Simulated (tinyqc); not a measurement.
# One-dimensional ballistic tunnel FET, two-band WKB, step by step

Program tinyqc, `OMP_NUM_THREADS=1 python tinyqc.py 2620138 2620139 out.jsonl`; Intel Xeon 2.30GHz, shared host, one thread, about 0.02 s. Printed values are rounded.

A p-type source for x < 0 with its Fermi level at 0 and its valence edge at ds; in the channel the bands fall as D exp(-x/lam) towards their flat values, with the conduction edge at Ec = ds - dP and D = dP + Eg. The gate moves dP one to one. The drain Fermi level lies at -Vd and the drain side reflects nothing. For w = E - Ec between 0 and dP an electron crosses the gap. Two-band dispersion with equal masses m: inside the gap kappa = sqrt(m u (1 - u/Eg)/C), u the distance from a band edge, C = hbar^2/(2 m0).

Parameters, values chosen for the exercise; band and dielectric values close to those of In0.53Ga0.47As:
```
symbol  value  unit                                           meaning
T          77     K                                       temperature
Eg      0.749    eV                                          band gap
m       0.039    m0              band-edge mass of the two-band model
lam       3.1    nm           screening length of the source junction
ds       0.16    eV  source valence edge above the source Fermi level
Vd        0.3     V                                        drain bias
g           1              number of degenerate subbands (spin apart)
dP       0.37    eV        tunnelling window Ev(source) - Ec(channel)
w0       0.19    eV          energy above the channel conduction edge
nc         10                                       cells of the path
nE         13                               points of the energy grid
```

Constants: q = 1.602176634e-19 C, kB = 1.380649e-23 J/K, hbar = 1.054571817e-34 J s, h = 6.62607015e-34 J s, m0 = 9.1093837015e-31 kg, Vt = kB T/q, hbar^2/(2 m0) = 0.0380998212 eV nm^2. Results are converted to the units shown.

## The path through the gap by the midpoint rule

At w = w0 the path runs from xa = lam ln(D/(w + Eg)) to xb = lam ln(D/w); u(x) = w + Eg - D exp(-x/lam) is the height above the valence edge. Cut it into nc equal cells: S = 2 (cell width) times the sum of kappa at the centres.

xa = 0.543663 nm
xb = 5.49682 nm

| cell | x (nm) | u (eV) | kappa (1/nm) |
|---|---|---|---|
| 0 | 0.79132 | 0.072098 | 0.258258 |
| 1 | 1.28664 | 0.200112 | 0.387443 |
| 2 | 1.78195 | 0.309222 | 0.431104 |
| 3 | 2.27727 | 0.402220 | 0.436605 |
| 4 | 2.77258 | 0.481485 | 0.419561 |
| 5 | 3.26790 | 0.549045 | 0.387347 |
| 6 | 3.76321 | 0.606629 | 0.343560 |
| 7 | 4.25853 | 0.655710 | 0.289137 |
| 8 | 4.75384 | 0.697543 | 0.221482 |
| 9 | 5.24916 | 0.733198 | 0.125833 |

S = 3.26941

## The exponent in closed form

S(w) = 2 lam int_0^Eg kappa(u) du/(w + Eg - u) = 2 pi lam sqrt(m/(C Eg)) [w + Eg/2 - sqrt(w (w + Eg))], T(w) = exp(-S). The common triangular estimate is S = (4/3) lam sqrt(m/C) Eg^1.5/(dP + Eg) for all w.

S(w0) = 3.23600
T(w0) = 0.0393210
triangular S = 2.42250

The midpoint value is 1.0 % above the closed form, and the triangular estimate 25 % below it.

## Current on a coarse grid

S(w) = 2 lam int_0^Eg kappa(u) du/(w + Eg - u) = 2 pi lam sqrt(m/(C Eg)) [w + Eg/2 - sqrt(w (w + Eg))], T(w) = exp(-S). I = g (2 q^2/h) int_0^dP T(w) [f(E) - f(E + Vd)] dw, E = ds - dP + w, f(x) = 1/(1 + exp(x/Vt)). Simpson's rule on nE equally spaced points.

| point | w (eV) | T(w) | difference of the f |
|---|---|---|---|
| 0 | 0.000000 | 1.97943e-4 | 0.999999 |
| 1 | 0.030833 | 0.00335018 | 1.00000 |
| 2 | 0.061667 | 0.00790282 | 1.00000 |
| 3 | 0.092500 | 0.0138297 | 1.00000 |
| 4 | 0.123333 | 0.0209200 | 0.999998 |
| 5 | 0.154167 | 0.0289766 | 0.999778 |
| 6 | 0.185000 | 0.0378229 | 0.977417 |
| 7 | 0.215833 | 0.0473039 | 0.293358 |
| 8 | 0.246667 | 0.0572857 | 0.00396625 |
| 9 | 0.277500 | 0.0676534 | 3.81941e-5 |
| 10 | 0.308333 | 0.0783092 | 3.66370e-7 |
| 11 | 0.339167 | 0.0891703 | 3.51420e-9 |
| 12 | 0.370000 | 0.100167 | 3.37081e-11 |

I = 0.296517 uA

A converged quadrature gives 0.3057 uA; this grid is 3.0 % below that.
